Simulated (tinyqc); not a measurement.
Thermal stress and diffusional relaxation in a metal film: Coble and Nabarro-Herring creep, cooling and holds: one step, computed by the program tinyqc. Command: `OMP_NUM_THREADS=1 python tinyqc.py 3008930 3008931 out.jsonl creep walk`. One thread of a shared host (Intel(R) Xeon(R) Processor @ 2.30GHz), about 0.02 s of CPU time with the checks.

A thin film on a rigid substrate is stress-free at T0. Tension is positive and the film creeps linearly: d sigma/dt = -M (mismatch) dT/dt - sigma/tau.

Problem. Creep at the hold temperature. Creep rate per stress: Nabarro-Herring 14 D Omega/(k_B T d^2), Coble (14 pi) delta D_b Omega/(k_B T d^3), with D = D0 exp(-E/(k_B T)), delta D_b = (delta D_b)0 exp(-E_b/(k_B T)); 1/tau = M x (sum of both)/2 (biaxial strain rate is half the uniaxial one). Temperatures in kelvin are T(C) + 273.15. sigma(t) = sigma_0 exp(-t/tau), relaxed part sigma_0 - sigma(t); the grain size where both mechanisms are equal is pi delta D_b/D.

Inputs (values chosen for the exercise, modelled on copper films on silicon):

| quantity | value | unit |
|---|---|---|
| biaxial modulus M | 189 | GPa |
| atomic volume Omega | 11.8 | angstrom^3 |
| lattice prefactor D0 | 1.5e-05 | m^2/s |
| lattice energy E | 2.04 | eV |
| boundary prefactor (delta D_b)0 | 5.2e-15 | m^3/s |
| boundary energy E_b | 1.09 | eV |
| grain size d | 1.4 | um |
| stress-free temperature T0 | 450 | C |
| hold temperature T | 200 | C |
| hold time t | 7.7 | h |
| yield stress | 570 | MPa |

stress after a quench sigma_0 = 670.95 MPa

Constants: k_B = 1.380649e-23 J/K; k_B = 8.617333262e-05 eV/K.

Give: Nabarro-Herring rate; Coble rate; relaxation time tau; stress after the hold; stress relaxed during the hold; crossover grain size.

Solution.

Nabarro-Herring rate = 3.6109e-23 1/(Pa s)

Coble rate = 3.6941e-16 1/(Pa s)

relaxation time tau = 7.9570 h

stress after the hold = 254.93 MPa

stress relaxed during the hold = 416.02 MPa

crossover grain size = 1.4323e+07 um

Coble creep is 1.0e7 times as fast as Nabarro-Herring creep at this grain size. The crossover size is formal, far above any film grain. Caution: the elastic stress exceeds the yield stress, so dislocation glide would cap it first. Caution: bulk creep laws overstate relaxation in a bonded film, where the substrate constrains boundary diffusion, and dislocation glide is left out.
